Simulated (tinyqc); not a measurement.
UKS/BLYP in the sto-6g basis, for BeH, spin multiplicity 2, step by step (part 1 of 2). Computed by tinyqc, a small Python program that keeps every step (integrals from PySCF). Settings: charge = 0, multiplicity = 2, basis = sto-6g, energy threshold = 1e-08, iteration cap = 85, orthogonalisation = symmetric, start = highest core orbitals, DIIS depth = 4, method = UKS, functional = blyp, grid = [40, 14]. Command: `OMP_NUM_THREADS=1 python tinyqc.py 28792 28793 out.jsonl` (the two numbers bound the seeds that draw the settings). One thread of a shared host (Intel(R) Xeon(R) Processor @ 2.60GHz), about 2 s of CPU time with the checks. Later iterations appear only in the table of the cycle.

## One-electron integrals

Geometry (angstrom):
```
atom         x         y         z
Be    0.000000  0.000000  0.000000
H     0.000000  0.000000  1.382000
```

Basis sto-6g: exponents (1/bohr^2) and contraction coefficients of normalised primitives:
```
element  l (shell)    exponent  coefficient
Be           s (1)  312.870494     0.009164
Be           s (1)   57.364463     0.049361
Be           s (1)   16.048509     0.168538
Be           s (1)    5.513096     0.370563
Be           s (1)    2.140897     0.416492
Be           s (1)    0.881739     0.130334
Be           s (2)   13.633247    -0.013253
Be           s (2)    2.698375    -0.046992
Be           s (2)    0.838653    -0.033785
Be           s (2)    0.322660     0.250242
Be           s (2)    0.140131     0.595117
Be           s (2)    0.064233     0.240706
Be           p (3)   13.633247     0.003760
Be           p (3)    2.698375     0.037679
Be           p (3)    0.838653     0.173897
Be           p (3)    0.322660     0.418036
Be           p (3)    0.140131     0.425860
Be           p (3)    0.064233     0.101708
H            s (1)   35.523221     0.009164
H            s (1)    6.513144     0.049361
H            s (1)    1.822143     0.168538
H            s (1)    0.625955     0.370563
H            s (1)    0.243077     0.416492
H            s (1)    0.100112     0.130334
```

Overlap, kinetic and nuclear-attraction integrals over the contracted functions; the nuclear repulsion is the sum of Za Zb / Rab.

nuclear repulsion = 1.53162724 hartree

overlap S, lower triangle:
```
           1Be 1s    1Be 2s   1Be 2px   1Be 2py   1Be 2pz     2H 1s
1Be 1s   1.000000
1Be 2s   0.254764  1.000000
1Be 2px  0.000000  0.000000  1.000000
1Be 2py  0.000000  0.000000  0.000000  1.000000
1Be 2pz  0.000000  0.000000  0.000000  0.000000  1.000000
2H 1s    0.065688  0.443878  0.000000  0.000000  0.513042  1.000000
```

kinetic energy T (hartree), lower triangle:
```
            1Be 1s    1Be 2s   1Be 2px   1Be 2py   1Be 2pz     2H 1s
1Be 1s    6.768753
1Be 2s   -0.207382  0.220121
1Be 2px   0.000000  0.000000  0.661265
1Be 2py   0.000000  0.000000  0.000000  0.661265
1Be 2pz   0.000000  0.000000  0.000000  0.000000  0.661265
2H 1s    -0.014004  0.062745  0.000000  0.000000  0.179492  0.768522
```

nuclear attraction V (hartree), lower triangle:
```
             1Be 1s     1Be 2s    1Be 2px    1Be 2py    1Be 2pz      2H 1s
1Be 1s   -15.097698
1Be 2s    -1.748279  -2.660786
1Be 2px    0.000000   0.000000  -2.623616
1Be 2py    0.000000   0.000000   0.000000  -2.623616
1Be 2pz   -0.017814  -0.143199   0.000000   0.000000  -2.734828
2H 1s     -0.498547  -1.188913   0.000000   0.000000  -1.364899  -2.761193
```

core Hamiltonian H = T + V (hartree), lower triangle:
```
            1Be 1s     1Be 2s    1Be 2px    1Be 2py    1Be 2pz      2H 1s
1Be 1s   -8.328945
1Be 2s   -1.955661  -2.440665
1Be 2px   0.000000   0.000000  -1.962351
1Be 2py   0.000000   0.000000   0.000000  -1.962351
1Be 2pz  -0.017814  -0.143199   0.000000   0.000000  -2.073563
2H 1s    -0.512551  -1.126168   0.000000   0.000000  -1.185406  -1.992671
```

## Two-electron integrals

Functions are numbered as in S; the eight-fold symmetry (ij|kl) = (ji|kl) = (kl|ij) leaves the list below.

Two-electron integrals (ij|kl) in chemists' order, unique and non-zero (hartree):
```
(11|11) 2.299996   (21|11) 0.361879   (21|21) 0.071926   (22|11) 0.570332
(22|21) 0.139654   (22|22) 0.417773   (31|31) 0.015252   (32|31) 0.022555
(32|32) 0.092340   (33|11) 0.570332   (33|21) 0.139654   (33|22) 0.417773
(33|33) 0.450117   (41|41) 0.015252   (42|41) 0.022555   (42|42) 0.092340
(43|43) 0.024258   (44|11) 0.570332   (44|21) 0.139654   (44|22) 0.417773
(44|33) 0.401601   (44|44) 0.450117   (51|51) 0.015252   (52|51) 0.022555
(52|52) 0.092340   (53|53) 0.024258   (54|54) 0.024258   (55|11) 0.570332
(55|21) 0.139654   (55|22) 0.417773   (55|33) 0.401601   (55|44) 0.401601
(55|55) 0.450117   (61|11) 0.096225   (61|21) 0.018554   (61|22) 0.035815
(61|33) 0.035520   (61|44) 0.035520   (61|51) 0.001832   (61|52) 0.003530
(61|55) 0.036404   (61|61) 0.005062   (62|11) 0.214413   (62|21) 0.053236
(62|22) 0.171430   (62|33) 0.165164   (62|44) 0.165164   (62|51) 0.007447
(62|52) 0.042532   (62|55) 0.183961   (62|61) 0.015131   (62|62) 0.101847
(63|31) 0.005342   (63|32) 0.023789   (63|53) 0.007535   (63|63) 0.009796
(64|41) 0.005342   (64|42) 0.023789   (64|54) 0.007535   (64|64) 0.009796
(65|11) 0.225120   (65|21) 0.056643   (65|22) 0.190762   (65|33) 0.179571
(65|44) 0.179571   (65|51) 0.012111   (65|52) 0.066486   (65|55) 0.213143
(65|61) 0.016949   (65|62) 0.129326   (65|65) 0.170242   (66|11) 0.379920
(66|21) 0.096299   (66|22) 0.344863   (66|33) 0.319926   (66|44) 0.319926
(66|51) 0.016432   (66|52) 0.118432   (66|55) 0.394736   (66|61) 0.028429
(66|62) 0.256574   (66|65) 0.346756   (66|66) 0.774999
```

## Orthogonalisation

S = U s U^T; symmetric (Loewdin) form X = U s^(-1/2) U^T, so that X^T S X = 1.

eigenvalues of S: 0.313268  0.797124  1.000000  1.000000  1.170524  1.719083

X, lower triangle:
```
            1Be 1s     1Be 2s   1Be 2px   1Be 2py    1Be 2pz     2H 1s
1Be 1s    1.026459
1Be 2s   -0.141802   1.144736
1Be 2px   0.000000   0.000000  1.000000
1Be 2py   0.000000   0.000000  0.000000  1.000000
1Be 2pz  -0.010122   0.135209  0.000000  0.000000   1.153409
2H 1s     0.019049  -0.330007  0.000000  0.000000  -0.375618  1.269094
```

## Starting guess

The start is the highest orbitals of the core Hamiltonian (a deliberately bad start); D(s) = C_occ C_occ^T for each spin.

D(alpha) at the start, lower triangle:
```
            1Be 1s     1Be 2s    1Be 2px   1Be 2py    1Be 2pz     2H 1s
1Be 1s    0.030846
1Be 2s   -0.165406   0.976191
1Be 2px   0.000000   0.000000   0.901527
1Be 2py   0.000000   0.000000  -0.297953  0.098473
1Be 2pz   0.050312   0.041053   0.000000  0.000000   1.165091
2H 1s     0.114000  -0.966162   0.000000  0.000000  -1.050404  1.832693
```

D(beta) at the start, lower triangle:
```
            1Be 1s     1Be 2s   1Be 2px   1Be 2py    1Be 2pz     2H 1s
1Be 1s    0.030846
1Be 2s   -0.165406   0.976191
1Be 2px   0.000000   0.000000  0.000000
1Be 2py   0.000000   0.000000  0.000000  0.000000
1Be 2pz   0.050312   0.041053  0.000000  0.000000   1.165091
2H 1s     0.114000  -0.966162  0.000000  0.000000  -1.050404  1.832693
```

## Iteration 1: exchange-correlation on the grid

Becke grid with 40 radial and 14 angular points per atom, points of zero weight dropped. rho = sum D_ij phi_i phi_j; V_xc,ij = sum w v_xc phi_i phi_j plus the gradient terms; v_xc is d(rho eps)/d rho(s) for spin s at fixed gradient.

The 12 grid points with the largest w rho, of 1093 (bohr, atomic units):
```
x                  y          z         w  rho(alpha)  rho(beta)     eps_xc  v_xc(alpha)
0.000000    0.000000  -2.027932  0.982724    0.036056   0.036056  -0.355039    -0.434294
0.000000    0.000000  -2.328038  1.431914    0.023850   0.023850  -0.316887    -0.377718
0.000000    0.000000  -1.756824  0.665369    0.050481   0.050481  -0.389682    -0.487335
0.000000    0.000000  -2.659513  2.062264    0.014542   0.014542  -0.277408    -0.320434
0.000000    0.000000  -1.512615  0.443554    0.065385   0.065385  -0.418189    -0.533479
1.170827   -1.170827  -1.170827  1.105564    0.030222   0.017044  -0.318818    -0.396714
-1.170827   1.170827  -1.170827  1.105564    0.030222   0.017044  -0.318818    -0.396714
1.344093   -1.344093  -1.344093  1.610903    0.020013   0.011296  -0.285149    -0.343955
-1.344093   1.344093  -1.344093  1.610903    0.020013   0.011296  -0.285149    -0.343955
1.014303   -1.014303  -1.014303  0.748541    0.042249   0.023753  -0.349422    -0.446160
-1.014303   1.014303  -1.014303  0.748541    0.042249   0.023753  -0.349422    -0.446160
0.000000    0.000000  -3.025086  2.941191    0.008105   0.008105  -0.238093    -0.265336
```

electrons on the grid, sum of w rho = 5.009159

E_xc = sum of w rho eps_xc = -1.76399082 hartree

V_xc(alpha) (hartree), lower triangle:
```
            1Be 1s     1Be 2s    1Be 2px    1Be 2py    1Be 2pz      2H 1s
1Be 1s   -0.565885
1Be 2s   -0.116748  -0.350368
1Be 2px   0.000000   0.000000  -0.371135
1Be 2py   0.000000   0.000000   0.024199  -0.307458
1Be 2pz   0.002748   0.029017   0.000000   0.000000  -0.372453
2H 1s    -0.030068  -0.161660   0.000000   0.000000  -0.194065  -0.500402
```

V_xc(beta) (hartree), lower triangle:
```
            1Be 1s     1Be 2s    1Be 2px    1Be 2py    1Be 2pz      2H 1s
1Be 1s   -0.676964
1Be 2s   -0.126837  -0.317738
1Be 2px   0.000000   0.000000  -0.297258
1Be 2py   0.000000   0.000000   0.000050  -0.293195
1Be 2pz   0.005233   0.031588   0.000000   0.000000  -0.362462
2H 1s    -0.032916  -0.156541   0.000000   0.000000  -0.193854  -0.501994
```

## Iteration 1: building the Kohn-Sham matrix

J_ij = sum D_kl (ij|kl) with D = D(alpha) + D(beta); F = H + J + V_xc; E = tr D H + tr D J / 2 + E_xc + E_nn.

Coulomb J (hartree), lower triangle:
```
            1Be 1s    1Be 2s    1Be 2px   1Be 2py   1Be 2pz     2H 1s
1Be 1s    2.577210
1Be 2s    0.630165  1.966062
1Be 2px   0.000000  0.000000   1.935639
1Be 2py   0.000000  0.000000  -0.014455  1.896679
1Be 2pz  -0.011822  0.011692   0.000000  0.000000  2.065868
2H 1s     0.161701  0.925370   0.000000  0.000000  1.102069  2.300647
```

F(alpha) (hartree), lower triangle:
```
            1Be 1s     1Be 2s    1Be 2px    1Be 2py    1Be 2pz      2H 1s
1Be 1s   -6.317620
1Be 2s   -1.442244  -0.824971
1Be 2px   0.000000   0.000000  -0.397847
1Be 2py   0.000000   0.000000   0.009744  -0.373130
1Be 2pz  -0.026888  -0.102490   0.000000   0.000000  -0.380148
2H 1s    -0.380919  -0.362458   0.000000   0.000000  -0.277402  -0.192426
```

F(beta) (hartree), lower triangle:
```
            1Be 1s     1Be 2s    1Be 2px    1Be 2py    1Be 2pz      2H 1s
1Be 1s   -6.428699
1Be 2s   -1.452334  -0.792341
1Be 2px   0.000000   0.000000  -0.323969
1Be 2py   0.000000   0.000000  -0.014406  -0.358868
1Be 2pz  -0.024403  -0.099919   0.000000   0.000000  -0.370157
2H 1s    -0.383767  -0.357339   0.000000   0.000000  -0.277191  -0.194019
```

total energy of this density = -3.92629758 hartree

## Iteration 1: diagonalisation and new density

Diagonalise F' = X^T F X, C = X C', fill 3 alpha and 2 beta electrons from the bottom; D(s) = C_occ C_occ^T. Each column has its largest component positive (the first on a tie).

F' = X^T F X (alpha) (hartree), lower triangle:
```
           1          2          3          4          5         6
1  -6.265772
2  -0.565537  -0.535509
3   0.000000   0.000000  -0.397847
4   0.000000   0.000000   0.009744  -0.373130
5  -0.010344  -0.038152   0.000000   0.000000  -0.301717
6  -0.094515  -0.200273   0.000000   0.000000  -0.215257  0.087074
```

orbital energies (alpha) (hartree): MO1 -6.323120, MO2 -0.580114, MO3 -0.401226, MO4 -0.369751, MO5 -0.333931, MO6 0.221239

coefficients C (alpha):
```
               MO1        MO2        MO3       MO4        MO5        MO6
1Be 1s    1.007795  -0.208389   0.000000  0.000000   0.107051   0.060453
1Be 2s   -0.034549   0.904598   0.000000  0.000000  -0.517791  -0.608371
1Be 2px   0.000000   0.000000   0.944795  0.327663   0.000000   0.000000
1Be 2py   0.000000   0.000000  -0.327663  0.944795   0.000000   0.000000
1Be 2pz  -0.000114   0.431769   0.000000  0.000000   0.831373  -0.782445
2H 1s     0.008169   0.038114   0.000000  0.000000   0.110916   1.359094
```

F' = X^T F X (beta) (hartree), lower triangle:
```
           1          2          3          4          5         6
1  -6.379397
2  -0.565134  -0.495152
3   0.000000   0.000000  -0.323969
4   0.000000   0.000000  -0.014406  -0.358868
5  -0.007428  -0.031240   0.000000   0.000000  -0.288018
6  -0.097198  -0.205327   0.000000   0.000000  -0.219458  0.085534
```

orbital energies (beta) (hartree): MO1 -6.435288, MO2 -0.551349, MO3 -0.364046, MO4 -0.320421, MO5 -0.318791, MO6 0.230025

coefficients C (beta):
```
               MO1        MO2       MO3        MO4        MO5        MO6
1Be 1s    1.008418  -0.199968  0.000000   0.114965   0.000000   0.063877
1Be 2s   -0.037613   0.868435  0.000000  -0.555671   0.000000  -0.627175
1Be 2px   0.000000   0.000000  0.338266   0.000000   0.941051   0.000000
1Be 2py   0.000000   0.000000  0.941051   0.000000  -0.338266   0.000000
1Be 2pz  -0.001232   0.449714  0.000000   0.812314   0.000000  -0.792293
2H 1s     0.009364   0.072037  0.000000   0.109173   0.000000   1.357852
```

D(alpha) after iteration 1, lower triangle:
```
            1Be 1s    1Be 2s    1Be 2px   1Be 2py   1Be 2pz     2H 1s
1Be 1s    1.059076
1Be 2s   -0.223327  0.819491
1Be 2px   0.000000  0.000000   0.892637
1Be 2py   0.000000  0.000000  -0.309575  0.107363
1Be 2pz  -0.090091  0.390581   0.000000  0.000000  0.186424
2H 1s     0.000291  0.034195   0.000000  0.000000  0.016455  0.001519
```

D(beta) after iteration 1, lower triangle:
```
            1Be 1s    1Be 2s   1Be 2px   1Be 2py   1Be 2pz     2H 1s
1Be 1s    1.056894
1Be 2s   -0.211589  0.755594
1Be 2px   0.000000  0.000000  0.000000
1Be 2py   0.000000  0.000000  0.000000  0.000000
1Be 2pz  -0.091171  0.390594  0.000000  0.000000  0.202244
2H 1s    -0.004962  0.062207  0.000000  0.000000  0.032384  0.005277
```

## Iteration 2: exchange-correlation on the grid

As before.

The 12 grid points with the largest w rho, of 1093 (bohr, atomic units):
```
x                  y         z         w  rho(alpha)  rho(beta)     eps_xc  v_xc(alpha)
-1.170827   1.170827  1.170827  1.035666    0.028501   0.015155  -0.310835    -0.387957
1.170827   -1.170827  1.170827  1.035666    0.028501   0.015155  -0.310835    -0.387957
-1.014303   1.014303  1.014303  0.727347    0.039676   0.020890  -0.339609    -0.435816
1.014303   -1.014303  1.014303  0.727347    0.039676   0.020890  -0.339609    -0.435816
-1.344093   1.344093  1.344093  1.415753    0.018930   0.010129  -0.278779    -0.336587
1.344093   -1.344093  1.344093  1.415753    0.018930   0.010129  -0.278779    -0.336587
-0.873309   0.873309  0.873309  0.493591    0.051110   0.026595  -0.363333    -0.477037
0.873309   -0.873309  0.873309  0.493591    0.051110   0.026595  -0.363333    -0.477037
1.170827    1.170827  1.170827  1.035666    0.018276   0.015155  -0.285250    -0.342179
-1.170827  -1.170827  1.170827  1.035666    0.018276   0.015155  -0.285250    -0.342179
2.027932    0.000000  0.000000  0.982460    0.028889   0.006318  -0.303986    -0.374465
-2.027932   0.000000  0.000000  0.982460    0.028889   0.006318  -0.303986    -0.374465
```

electrons on the grid, sum of w rho = 5.031467

E_xc = sum of w rho eps_xc = -3.26994274 hartree

V_xc(alpha) (hartree), lower triangle:
```
            1Be 1s     1Be 2s    1Be 2px    1Be 2py    1Be 2pz      2H 1s
1Be 1s   -1.515441
1Be 2s   -0.198465  -0.334759
1Be 2px   0.000000   0.000000  -0.374306
1Be 2py   0.000000   0.000000   0.023856  -0.315041
1Be 2pz  -0.007622  -0.060997   0.000000   0.000000  -0.314862
2H 1s    -0.056133  -0.150573   0.000000   0.000000  -0.168396  -0.294982
```

V_xc(beta) (hartree), lower triangle:
```
            1Be 1s     1Be 2s    1Be 2px    1Be 2py    1Be 2pz      2H 1s
1Be 1s   -1.508075
1Be 2s   -0.193170  -0.297895
1Be 2px   0.000000   0.000000  -0.299446
1Be 2py   0.000000   0.000000   0.005655  -0.294885
1Be 2pz  -0.007259  -0.068852   0.000000   0.000000  -0.299269
2H 1s    -0.055163  -0.146893   0.000000   0.000000  -0.170843  -0.309900
```

## Iteration 2: building the Kohn-Sham matrix

As before.

Coulomb J (hartree), lower triangle:
```
           1Be 1s    1Be 2s    1Be 2px   1Be 2py   1Be 2pz     2H 1s
1Be 1s   6.307284
1Be 2s   1.133340  2.377201
1Be 2px  0.000000  0.000000   2.395584
1Be 2py  0.000000  0.000000  -0.015019  2.357486
1Be 2pz  0.032422  0.151557   0.000000  0.000000  2.378537
2H 1s    0.303119  1.011688   0.000000  0.000000  1.133202  2.004088
```

F(alpha) (hartree), lower triangle:
```
            1Be 1s     1Be 2s   1Be 2px   1Be 2py    1Be 2pz      2H 1s
1Be 1s   -3.537102
1Be 2s   -1.020787  -0.398223
1Be 2px   0.000000   0.000000  0.058927
1Be 2py   0.000000   0.000000  0.008837  0.080094
1Be 2pz   0.006987  -0.052639  0.000000  0.000000  -0.009888
2H 1s    -0.265565  -0.265053  0.000000  0.000000  -0.220600  -0.283565
```

F(beta) (hartree), lower triangle:
```
            1Be 1s     1Be 2s    1Be 2px   1Be 2py    1Be 2pz      2H 1s
1Be 1s   -3.529736
1Be 2s   -1.015492  -0.361358
1Be 2px   0.000000   0.000000   0.133787
1Be 2py   0.000000   0.000000  -0.009364  0.100250
1Be 2pz   0.007350  -0.060494   0.000000  0.000000   0.005705
2H 1s    -0.264595  -0.261373   0.000000  0.000000  -0.223048  -0.298483
```

total energy of this density = -14.84683338 hartree

## Iteration 2: DIIS over 2 matrices

error matrix X^T (FDS - SDF) X (alpha):
```
           1          2         3          4          5          6
1   0.000000   0.075261  0.000000   0.000000  -0.083411  -0.088493
2  -0.075261   0.000000  0.000000   0.000000  -0.051189   0.205307
3   0.000000   0.000000  0.000000  -0.000387   0.000000   0.000000
4   0.000000   0.000000  0.000387   0.000000   0.000000   0.000000
5   0.083411   0.051189  0.000000   0.000000   0.000000   0.120195
6   0.088493  -0.205307  0.000000   0.000000  -0.120195   0.000000
```

B (overlaps of the stored error matrices):
```
               1              2
1  2.4518593e-02  6.5033401e-02
2  6.5033401e-02  3.3990394e-01
```

Minimise |sum c_i e_i|^2 with sum c_i = 1: solve [B -1; -1 0][c; lambda] = [0; -1] with B_ij = tr e_i^T e_j summed over both spins, and take F = sum c_i F_i.

DIIS coefficients: 1.172877  -0.172877

extrapolated F(alpha) (hartree), lower triangle:
```
            1Be 1s     1Be 2s    1Be 2px    1Be 2py    1Be 2pz      2H 1s
1Be 1s   -6.798308
1Be 2s   -1.515104  -0.898746
1Be 2px   0.000000   0.000000  -0.476813
1Be 2py   0.000000   0.000000   0.009901  -0.451483
1Be 2pz  -0.032744  -0.111109   0.000000   0.000000  -0.444158
2H 1s    -0.400861  -0.379297   0.000000   0.000000  -0.287222  -0.176671
```

extrapolated F(beta) (hartree), lower triangle:
```
            1Be 1s     1Be 2s    1Be 2px    1Be 2py    1Be 2pz      2H 1s
1Be 1s   -6.929864
1Be 2s   -1.527854  -0.866848
1Be 2px   0.000000   0.000000  -0.403105
1Be 2py   0.000000   0.000000  -0.015277  -0.438238
1Be 2pz  -0.029893  -0.106735   0.000000   0.000000  -0.435135
2H 1s    -0.404369  -0.373929   0.000000   0.000000  -0.286551  -0.175959
```
